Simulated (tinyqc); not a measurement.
Inside a calculation. Model: hot electrons in a saturated n-channel MOSFET, lucky-electron model.

Numbers from tinyqc (`OMP_NUM_THREADS=1 python tinyqc.py 2550119 2550120 out.jsonl`; about 0.01 s on one thread of a shared Intel Xeon 2.30GHz). Printed values are rounded.

Beyond pinch-off the lateral field grows as Esat cosh(y/l) over the velocity-saturated region (pseudo-two-dimensional model). Impact ionisation in this region gives the substrate current, which biases the body forward through Rsub. Currents are per width. Local-field laws: they overstate ionisation when the field peak is narrower than an energy relaxation length.

Parameters, values chosen for the exercise; values close to those of silicon n-channel devices: channel length L = 0.18 um; oxide thickness tox = 4.2 nm; junction depth xj = 58 nm; threshold VT = 0.65 V; effective mobility mu = 410 cm^2/(V s); saturation velocity vs = 8.2e6 cm/s; ionisation prefactor Ai = 2e6 1/cm; ionisation field Bi = 1.73 MV/cm; resistance of the lightly doped drain Rd = 700 ohm um; substrate resistance Rsub = 21000 ohm um; fall of VT per volt of forward body bias kb = 0.39; hot-electron mean free path lm = 7.1 nm; oxide barrier pb = 3.2 V; prefactor of the gate current Cg = 0.0036; lifetime exponent m = 2.9; lifetime constant Hl = 5800 s uA/um; drain voltage Vd = 1.9 V; gate voltage Vg = 1.3 V.

Constants: eps0 = 8.8541878128e-14 F/cm where lengths are in cm. Results are converted to the units shown.

## Length and field scales

Cox = 3.9 eps0/tox, l = sqrt(3 tox xj), Esat = 2 vs/mu.

Cox = 0.8221746 uF/cm^2
l = 27.03331 nm
Esat = 0.04 MV/cm
Esat L = 0.72 V

## Iteration 1: body bias from the substrate current

Vb at the start = 0 V

Cox = 3.9 eps0/tox. Overdrive g = Vg - VT + kb Vb; Vdsat = g Esat L/(g + Esat L); Id = Cox vs (g - Vdsat); dV = Vd - Id Rd - Vdsat; Em = sqrt((dV/l)^2 + Esat^2); Isub = Id (Ai/Bi) l Em exp(-Bi/Em). Vb(new) = Rsub Isub.

Vdsat = 0.3416058 V
Id = 207.9141 uA/um
dV = 1.412854 V
Em = 0.5241630 MV/cm
Isub = 12.55581 uA/um
Vb after iteration 1 = 0.2636719 V

## Iteration 2: body bias from the substrate current

As before.

Vdsat = 0.3680250 V
Id = 259.4304 uA/um
dV = 1.350374 V
Em = 0.5011211 MV/cm
Isub = 12.86914 uA/um
Vb after iteration 2 = 0.2702518 V

## Course of the iteration: body bias from the substrate current

Stop when Vb changes by less than 1e-9 V, or after 60 iterations.

Course of the iteration:

| iteration | Vb (V) | \|change\| (V) |
|---|---|---|
| 1 | 0.2636719 | 0.264 |
| 2 | 0.2702518 | 6.58e-3 |
| 3 | 0.2702609 | 9.03e-6 |
| 4 | 0.2702609 | 7.47e-9 |
| 5 | 0.2702609 | 6.17e-12 |

Converged in 5 iterations. The changes do not fall evenly; from iteration 1 to 5 they shrink by a factor of 450 a step on average.

## Gate current, lifetime and channel shortening

Id = 260.7496 uA/um
dV = 1.348837 V
Em = 0.5005545 MV/cm
Isub = 12.86957 uA/um

Ig = Cg Id exp(-pb/(lm Em)); lifetime tau = (Hl/Id)(Isub/Id)^(-m); length of the saturated region dL = l ln[(dV/l + Em)/Esat]. 1 year = 3.15576e7 s.

Isub/Id = 0.04935604
Ig = 115.3708 pA/um
tau = 0.004339239 years
dL = 87.00358 nm

The lifetime misses ten years. Integrating Ai exp(-Bi/E) over the cosh profile gives Isub/Id = 0.0400, so the closed form is 23 % above it.
